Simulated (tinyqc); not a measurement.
# Trap density from the barrier height

Inverse problem. In a partly depleted grain with all boundary traps filled, 2 N W = Qt and VB = q N W^2/(2 eps0 eps_r). Find Qt, W and the doping at which VB would equal Vt.

Parameters, values chosen for the exercise: temperature T = 300 K; relative permittivity eps_r = 11.7.

Constants: q = 1.602176634e-19 C, kB = 1.380649e-23 J/K, Vt = kB T/q, eps0 = 8.8541878128e-14 F/cm where lengths are in cm. Results are converted to the units shown.

doping = 4.3e17 cm^-3
barrier height = 0.16230226 V

Answer. Eliminating W gives VB = q Qt^2/(8 eps0 eps_r N), which falls as 1/N.

Qt = 1.90e12 cm^-2
W = 22.1 nm
doping for VB = Vt = 2.70e18 cm^-3

Computed by the program tinyqc: `OMP_NUM_THREADS=1 python tinyqc.py 2830001 2830002 out.jsonl`, one thread of a shared Intel Xeon 2.30GHz, about 0.01 s for the whole run.
